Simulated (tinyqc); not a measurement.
Rigid-ion and shell models of the dielectric response of an ionic crystal: one step, computed by the program tinyqc.

Charges +Z and -Z; 6 nearest neighbours, Madelung constant M = 1.747565, volume per ion pair Omega = 2.000000 d^3. Energy per pair U = -M Z^2 e2/d + 6 A exp(-d/rho), e2 = e^2/(4 pi eps_0). In the shell model the anion is a core of charge Y - Z and a massless shell of charge -Y, joined by the spring k; the repulsion acts on the shell. Each ion feels the Lorentz field E + (4 pi/3) P (Gaussian units).

Question. Shell model: lattice response. mu lambda_TO = R' - (4 pi e2/(3 Omega)) Z_S^2/(1 - b); mu lambda_LO = mu lambda_TO + 4 pi e2 Z*^2/(eps_inf Omega); eps_s = eps_inf lambda_LO/lambda_TO. lambda in eV/(angstrom^2 u) gives the wavenumber 15.6333042 x 33.35640952 x sqrt(lambda); mu is the reduced mass.

Inputs (values chosen for the exercise, for a model crystal): cation mass = 65.8 u; anion mass = 16 u.

Structure: rock salt.

anion polarisability alpha_- = 1.432361 angstrom^3

Szigeti charge Z_S = 0.8635351 e

softened spring R' = 2.858387 eV/angstrom^2

b = 0.2716130

eps_inf = 2.118690

Born charge Z* = 1.185544 e

volume Omega = 35.96946 angstrom^3

Constants: e^2/(4 pi eps_0) = 14.39964548 eV angstrom; nu for 1 eV/(angstrom^2 u) = 15.6333042 THz; 1 THz = 33.35640952 1/cm.

Give: mu lambda_TO; omega_TO; omega_LO; eps_s; share of R' left after the dipole term.

Answer.

mu lambda_TO = 1.1416 eV/angstrom^2

omega_TO = 155.31 1/cm

omega_LO = 307.63 1/cm

eps_s = 8.3121

share of R' left after the dipole term = 0.39940

The dipole field cancels 60 % of the short-range spring.
